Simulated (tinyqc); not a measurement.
# A clean chain and dephasing by Buettiker voltage probes: effects of single changes

Sites 1 to 6 form a chain with hopping -t. Lead L joins site 1 and lead R site 6, both semi-infinite chains with hopping -t and site energy 0. Every site carries a probe with self-energy -i Gamma_p/2 that draws no net current. Linear response at zero temperature: mu_L = 1, mu_R = 0 in units of the bias.

Parameters, values chosen for the exercise: hopping (matrix element -t) t = 1 eV; site energies 1 to N U = [0, 0, 0, 0, 0, 0] eV; Fermi energy E = 1.18 eV; probe broadening Gamma_p gp = 0.058 eV.

Constants: q = 1.602176634e-19 C, h = 6.62607015e-34 J s. Results are converted to the units shown.

Each table varies one quantity; the others keep the values above.

## Effect of the dephasing strength

Sigma = t^2 g(E), g(x) = (x - i sqrt(4 t^2 - x^2))/(2 t^2) for |x| < 2 t and (x - sign(x) sqrt(x^2 - 4 t^2))/(2 t^2) otherwise; Gamma = -2 Im Sigma; G = (E - H - Sigma_L - Sigma_R + i Gamma_p/2)^(-1). With Gamma the broadening by one lead, T_RL = Gamma^2 |G_(6,1)|^2, T_pL = Gamma Gamma_p |G_(p,1)|^2, T_pR = Gamma Gamma_p |G_(p,6)|^2, T_pq = Gamma_p^2 |G_(p,q)|^2 for p != q. No current into probe p: W mu = T_pL with W_pp = T_pL + T_pR + sum_q T_pq and W_pq = -T_pq. Then T_eff = T_RL + sum_p T_pR mu_p, and the resistance is (h/2q^2)/T_eff. Without probes means Gamma_p = 0.

Effect of the dephasing strength:
```
gp (eV)      T_RL  through probes   T_eff  resistance (kohm)
0.011      0.9600         0.02001  0.9800              13.17
0.021      0.9250         0.03749  0.9624              13.41
0.039      0.8652         0.06724  0.9324              13.84
0.075      0.7571          0.1205  0.8776              14.71
0.14       0.5954          0.1978  0.7932              16.27
0.27       0.3696          0.2947  0.6643              19.43
0.51       0.1560          0.3523  0.5083              25.39
0.98      0.03151          0.3098  0.3413              37.81
1.9      0.002017          0.1952  0.1972              65.44
3.5      4.445e-5          0.1041  0.1041              124.0
```

Without probes the transmission is 1.00. T_eff falls from 0.980 to 0.104; the direct part falls from 0.960 to 4.44e-5 and the part through probes goes from 0.0200 through a maximum of 0.352 (at gp = 0.51 eV among the rows listed) to 0.104. At this energy dephasing lowers T_eff from the start: the probes give back less than the direct part loses.

## Coherent and dephased transmission against energy

Same model as above.

The same in every row: T without probes = 1.0000.

Result of one run:
```
E (eV)    T_eff
1.2     0.90188
```

What becomes of these results when the Fermi energy E is changed from 1.2 to -1.8 eV, all else the same?

Result of the changed run:
```
E (eV)    T_eff
-1.8    0.83278
```

The whole series:
```
E (eV)    T_eff
-1.8    0.83278
-1.5    0.88373
-1.2    0.90188
-0.9    0.91120
-0.6    0.91642
-0.3    0.91911
0       0.91994
0.3     0.91911
0.6     0.91642
0.9     0.91120
1.2     0.90188
1.5     0.88373
1.8     0.83278
```

Without probes T is 1.00 in every row, with them between 0.833 and 0.920. The probes lower it in 13 rows and raise it in 0.

## Resistance against length

With Gamma the broadening by one lead, T_RL = Gamma^2 |G_(last,1)|^2, T_pL = Gamma Gamma_p |G_(p,1)|^2, T_pR = Gamma Gamma_p |G_(p,last)|^2, T_pq = Gamma_p^2 |G_(p,q)|^2 for p != q. The list U is repeated k times, each site with its probe.

The same in every row: T without probes = 1.000.

Resistance against length:
```
k   sites   T_eff  resistance (kohm)
1       6  0.9027              14.30
2      12  0.8227              15.69
3      18  0.7557              17.08
4      24  0.6987              18.47
6      36  0.6073              21.25
8      48  0.5370              24.03
12     72  0.4360              29.60
16     96  0.3670              35.16
```

The resistance rises from 14.3 to 35.2 kohm, by 0.232 kohm a site between k = 8 and 12 and 0.232 between 12 and 16: Ohm's law, R = R0 + rho N with the extrapolated intercept R0 = 12.9 kohm (h/2q^2 = 12.91 kohm) and a back-scattering length (h/2q^2)/rho of 55.7 sites.

tinyqc, about 0.01 s, one thread, Intel Xeon 2.30GHz (shared host): `OMP_NUM_THREADS=1 python tinyqc.py 2700135 2700136 out.jsonl`
